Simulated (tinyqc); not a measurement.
# Worked calculation: frequency dispersion of an accumulation capacitance by border traps, distributed model

tinyqc, about 0.5 s, one thread, Intel Xeon 2.30GHz (shared host): `OMP_NUM_THREADS=1 python tinyqc.py 2202088 2202089 out.jsonl` Printed values are rounded.

Traps spread evenly through the insulator exchange electrons with the semiconductor by tunnelling, with tau(x) = t0 exp(2 ka x) at depth x from the interface. The admittance per area Y seen at depth x obeys dY/dx = -Y^2/(i w eps0 eox) + q Nb ln(1 + i w tau)/tau, with Y(0) = i w Cs and w = 2 pi f; the gate sees Y(tox) = G + i w C. Working variable y = Y/(i w), in uF/cm^2. Cox = eps0 eox/tox.

Parameters, values chosen for the exercise; permittivity close to that of hafnium oxide:
```
symbol,value,unit,meaning
eox,19.7,,relative permittivity of the insulator
tox,7.8,nm,insulator thickness
Cs,5.1,uF/cm^2,semiconductor capacitance in accumulation
Nb,8.6e19,cm^-3 eV^-1,density of border traps
ka,3.4,1/nm,decay constant of the wave function in the insulator
t0,3e-9,s,time constant of a trap at the interface
f,1e6,Hz,frequency
xe,1.3,nm,depth down to which the steps are taken
```

Constants: q = 1.602176634e-19 C, eps0 = 8.8541878128e-14 F/cm where lengths are in cm. Results are converted to the units shown.

## Scales and lumped estimate

Cox; trap-free value 1/(1/Cox + 1/Cs); response depth d = ln(1/(w t0))/(2 ka), where w tau = 1; lumped estimate: all traps within d act as C_bt = q Nb d placed at d/2, so C = 1/{1/[1/(1/Cs + d/(2 eps0 eox)) + C_bt] + (tox - d/2)/(eps0 eox)}.

Cox = 2.23625 uF/cm^2
trap-free C = 1.55459 uF/cm^2
d = 0.584010 nm
C_bt = 0.804691 uF/cm^2
lumped C = 1.63362 uF/cm^2

The traps within reach amount to 0.158 Cs and lie in the first 7.49 % of the insulator.

## Midpoint steps through the active depth

In terms of y: dy/dx = -y^2/(eps0 eox) + s(x), s = q Nb ln(1 + z)/z, z = i w tau. 11 midpoint steps of h = xe/11: y_half = y + (h/2) y'(x, y), y(new) = y + h y'(x + h/2, y_half).

| point | x (nm) | s (uF/(cm^2 nm)) | y (uF/cm^2) |
|---|---|---|---|
| 0 | 0 | 1.37771-0.01298i | 5.10000+0.00000i |
| 1 | 0.118182 | 1.37706-0.02898i | 5.08703-0.00224i |
| 2 | 0.236364 | 1.37383-0.06451i | 5.07476-0.00709i |
| 3 | 0.354545 | 1.35813-0.14162i | 5.06247-0.01769i |
| 4 | 0.472727 | 1.28832-0.29216i | 5.04706-0.04032i |
| 5 | 0.590909 | 1.06341-0.48721i | 5.01720-0.08292i |
| 6 | 0.709091 | 0.68694-0.54996i | 4.95248-0.13998i |
| 7 | 0.827273 | 0.36413-0.44064i | 4.84948-0.18893i |
| 8 | 0.945455 | 0.17524-0.29039i | 4.72430-0.21839i |
| 9 | 1.06364 | 0.08094-0.17230i | 4.59170-0.23065i |
| 10 | 1.18182 | 0.03674-0.09613i | 4.45977-0.23162i |
| 11 | 1.3 | 0.01655-0.05154i | 4.33219-0.22626i |

## Capacitance and conductance at the gate

y at xe = 4.33219-0.22626i uF/cm^2

Beyond xe the traps are ignored, so 1/y(tox) = 1/y(xe) + (tox - xe)/(eps0 eox); C = Re y, G/w = -Im y, loss tangent G/(w C).

y at the gate = 1.65813-0.03307i uF/cm^2
C = 1.65813 uF/cm^2
G/w = 0.0330688 uF/cm^2
loss tangent = 0.0199435

A fine integration over the whole insulator gives C = 1.6588 and G/w = 0.03449 uF/cm^2; the coarse G/w is 4.1 % below that. The fine C is 6.7 % above the trap-free value, and the lumped estimate is 1.5 % below the fine result.
